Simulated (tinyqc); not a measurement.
Where in the gap a trap does harm: carrier lifetime from Shockley-Read-Hall, radiative, Auger and surface recombination. Computed by tinyqc, a small Python program. Command: `OMP_NUM_THREADS=1 python tinyqc.py 3001685 3001686 out.jsonl lifetime walk`. One thread of a shared host (Intel(R) Xeon(R) Processor @ 2.30GHz), about 0.02 s of CPU time with the checks.

Energies are counted from the top of the valence band. Boltzmann statistics, full ionisation, and equal excess densities of electrons and holes.

Inputs (values chosen for the exercise, for a model semiconductor): gap E_g = 2.39 eV; electron mass m_e = 0.22 m_0; valleys M_c = 1; hole mass m_h = 0.665 m_0; temperature T = 350 K; doping N = 1e+14 cm^-3; trap level E_t = 0.927 eV; trap density N_t = 5.9e+13 cm^-3; electron cross-section sigma_n = 2.2e-15 cm^2; hole cross-section sigma_p = 3.6e-14 cm^2.

Doping: n-type. Surface term: none.

Constants: m_0 = 9.1093837015e-31 kg; k_B = 1.380649e-23 J/K; h = 6.62607015e-34 J s; k_B = 8.617333262e-05 eV/K.

Method:
- N_c = 2 M_c (2 pi m_e k_B T/h^2)^(3/2) and N_v = 2 (2 pi m_h k_B T/h^2)^(3/2), masses in units of m_0.
- n_i = sqrt(N_c N_v) exp(-E_g/2 k_B T); majority density N/2 + sqrt(N^2/4 + n_i^2), minority density n_i^2 over it.
- v = sqrt(3 k_B T/m) with m_e or m_h; tau_n0 = 1/(sigma_n v_n N_t), tau_p0 = 1/(sigma_p v_p N_t); n1 = N_c exp(-(E_g - E_t)/k_B T), p1 = N_v exp(-E_t/k_B T).
- Low injection: tau = [tau_p0 (n_0 + n1) + tau_n0 (p_0 + p1)]/(n_0 + p_0). Depleted region (n = p = 0): generation lifetime tau_g = (tau_p0 n1 + tau_n0 p1)/n_i. n1 = N_c exp(-(E_g - E_t)/k_B T), p1 = N_v exp(-E_t/k_B T).

tau_p0 = 3.04344e-08 s

n_0 = 1.00e+14 cm^-3

N_c = 3.26307e+18 cm^-3

tau_n0 = 2.86447e-07 s

p_0 = 2.15459e-11 cm^-3

N_v = 1.71484e+19 cm^-3

n_i = 46.4176 cm^-3

The same trap at other energies:
```
E_t (eV)  SRH lifetime (s)  generation lifetime (s)
0.143           4.2874e-04               9.2359e+08
0.358           3.7423e-07               7.4065e+05
0.598           3.0555e-08               2.5928e+02
0.836           3.0434e-08               9.6988e-02
1.076           3.0434e-08               3.3953e-05
1.195           3.0434e-08               6.6994e-07
1.315           3.0434e-08               7.2185e-07
1.554           3.0434e-08               1.9608e-03
1.792           3.0437e-08               5.2419e+00
2.031           3.7158e-08               1.4486e+04
2.247           8.6977e-06               1.8672e+07
```

What follows from these numbers?

The SRH lifetime (other channels left aside) stays within 10 % of its least value, among these rows, from E_t = 0.598 to 1.792 eV. The generation lifetime has a sharp minimum, among these rows at 1.195 eV and exactly at 1.254 eV, where tau_p0 n1 = tau_n0 p1, since generation needs two thermal jumps and the larger one rules. Caution: the trap density is not small against the doping, so trapped charge breaks the equality of the excess densities.

Extremes, crossings and ranges named in words are read from the listed rows.
